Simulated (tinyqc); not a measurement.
A chain with uneven site energies and dephasing by Buettiker voltage probes: two steps of the calculation.

Sites 1 to 5 form a chain with hopping -t. Lead L joins site 1 and lead R site 5, both semi-infinite chains with hopping -t and site energy 0. Every site carries a probe with self-energy -i Gamma_p/2 that draws no net current. Linear response at zero temperature: mu_L = 1, mu_R = 0 in units of the bias.

Values chosen for this exercise: probe broadening Gamma_p gp = 0.68 eV.

Constants: q = 1.602176634e-19 C, h = 6.62607015e-34 J s. Results are converted to the units shown.

Task 1. Transmissions between terminals. With Gamma the broadening by one lead, T_RL = Gamma^2 |G_(5,1)|^2, T_pL = Gamma Gamma_p |G_(p,1)|^2, T_pR = Gamma Gamma_p |G_(p,5)|^2, T_pq = Gamma_p^2 |G_(p,q)|^2 for p != q.

G (1/eV):
```
                         1                        2                        3                        4
1  -0.17501475-0.31051382i   0.45672286+0.15832151i  -0.16496325+0.06841473i  -0.05597914-0.27756759i
2   0.45672286+0.15832151i   0.11951131-0.39220252i   0.06329001+0.13762212i  -0.23346412+0.05636916i
3  -0.16496325+0.06841473i   0.06329001+0.13762212i   0.14594547-0.19781492i   0.26311048+0.28756015i
4  -0.05597914-0.27756759i  -0.23346412+0.05636916i   0.26311048+0.28756015i  -0.30937140-0.78987176i
5   0.13513997+0.13154701i   0.10715412-0.11877155i  -0.25276933-0.05915944i   0.46707003+0.31791537i

                         5
1   0.13513997+0.13154701i
2   0.10715412-0.11877155i
3  -0.25276933-0.05915944i
4   0.46707003+0.31791537i
5   0.01637319-0.26772932i
```

Gamma = 1.6932513 eV

Give: T_RL; T_pL; T_pR; T_pq.

Result 1.

T_RL = 0.1020

```
probe    T_pL    T_pR
1      0.1463  0.0410
2      0.2690  0.0295
3      0.0367  0.0776
4      0.0923  0.3676
5      0.0410  0.0828
```

T_pq:
```
        1       2       3       4       5
1  0.0000  0.1080  0.0147  0.0371  0.0164
2  0.1080  0.0000  0.0106  0.0267  0.0118
3  0.0147  0.0106  0.0000  0.0702  0.0312
4  0.0371  0.0267  0.0702  0.0000  0.1476
5  0.0164  0.0118  0.0312  0.1476  0.0000
```

Task 2. Probe potentials and effective transmission. No current into probe p: W mu = T_pL with W_pp = T_pL + T_pR + sum_q T_pq and W_pq = -T_pq. Then T_eff = T_RL + sum_p T_pR mu_p, and the resistance is (h/2q^2)/T_eff.

T_RL = 0.10197538

```
probe        T_pL        T_pR
1      0.14628559  0.04095272
2      0.26904036  0.02946309
3      0.03672247  0.07759608
4      0.09231717  0.36755868
5      0.04095272  0.08284064
```

T_pq:
```
            1           2           3           4           5
1  0.00000000  0.10804506  0.01474753  0.03707404  0.01644638
2  0.10804506  0.00000000  0.01060999  0.02667261  0.01183221
3  0.01474753  0.01060999  0.00000000  0.07024687  0.03116214
4  0.03707404  0.02667261  0.07024687  0.00000000  0.14760946
5  0.01644638  0.01183221  0.03116214  0.14760946  0.00000000
```

Find: W; mu_p; T_eff; resistance.

Result 2.

W:
```
         1        2        3        4        5
1   0.3636  -0.1080  -0.0147  -0.0371  -0.0164
2  -0.1080   0.4557  -0.0106  -0.0267  -0.0118
3  -0.0147  -0.0106   0.2411  -0.0702  -0.0312
4  -0.0371  -0.0267  -0.0702   0.7415  -0.1476
5  -0.0164  -0.0118  -0.0312  -0.1476   0.3308
```

mu_p, probe 1 to 5: [0.6975, 0.7904, 0.3601, 0.2918, 0.3508]
T_eff = 0.3181
resistance = 40.58 kohm

Computed by the program tinyqc: `OMP_NUM_THREADS=1 python tinyqc.py 2700040 2700041 out.jsonl`, one thread of a shared Intel Xeon 2.30GHz, about 0.01 s for the whole run.
